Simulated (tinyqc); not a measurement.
From results back to parameters: two-dimensional electron gas with Rashba and Dresselhaus coupling. Five cases, with inputs chosen for the exercise.

Problem. For pure Rashba coupling above the band crossing, k_outer - k_inner = al m/c with c = hbar^2/2m0, and each branch holds k^2/(4 pi) electrons per area. Beating of Shubnikov-de Haas oscillations gives the two densities; those below come from a hidden al (1e11/cm^2 = 1e-5/angstrom^2).

Constants: hbar^2/2m0 = 3.80998211 eV angstrom^2.

Find: k_outer, k_inner; al.

Method. k = sqrt(4 pi n) for each branch, and al = c (k_outer - k_inner)/m.

Case 1.

Values chosen (out of a larger set: of the size met in GaN; not measured data): m = 0.2256 m0 (mass).

densities (1e11/cm^2): outer 3.404139, inner 3.295861

Solution.

k_outer, k_inner (1/angstrom): 0.02068  0.02035

al = 0.00560 eV angstrom

Case 2.

Values chosen (out of a larger set: of the size met in InAs; not measured data): m = 0.0277 m0 (mass).

densities (1e11/cm^2): outer 6.412804, inner 5.587196

Solution.

k_outer, k_inner (1/angstrom): 0.02839  0.02650

al = 0.260 eV angstrom

Case 3.

Values chosen (out of a larger set: of the size met in GaN; not measured data): m = 0.2282 m0 (mass).

densities (1e11/cm^2): outer 1.643926, inner 1.556074

Solution.

k_outer, k_inner (1/angstrom): 0.01437  0.01398

al = 0.00650 eV angstrom

Case 4.

Values chosen (out of a larger set: of the size met in InSb; not measured data): m = 0.0139 m0 (mass).

densities (1e11/cm^2): outer 5.251027, inner 4.448973

Solution.

k_outer, k_inner (1/angstrom): 0.02569  0.02364

al = 0.560 eV angstrom

Case 5.

Values chosen (out of a larger set: of the size met in InAs; not measured data): m = 0.0249 m0 (mass).

densities (1e11/cm^2): outer 1.438486, inner 1.061514

Solution.

k_outer, k_inner (1/angstrom): 0.01344  0.01155

al = 0.290 eV angstrom

Computed by tinyqc, one run a case: `OMP_NUM_THREADS=1 python tinyqc.py N N+1 out.jsonl` with N = 1450420, 1450502, 1450518, 1450525, 1450529; one thread of a shared Intel(R) Xeon(R) Processor @ 2.30GHz, about 0.01 s a run at most.
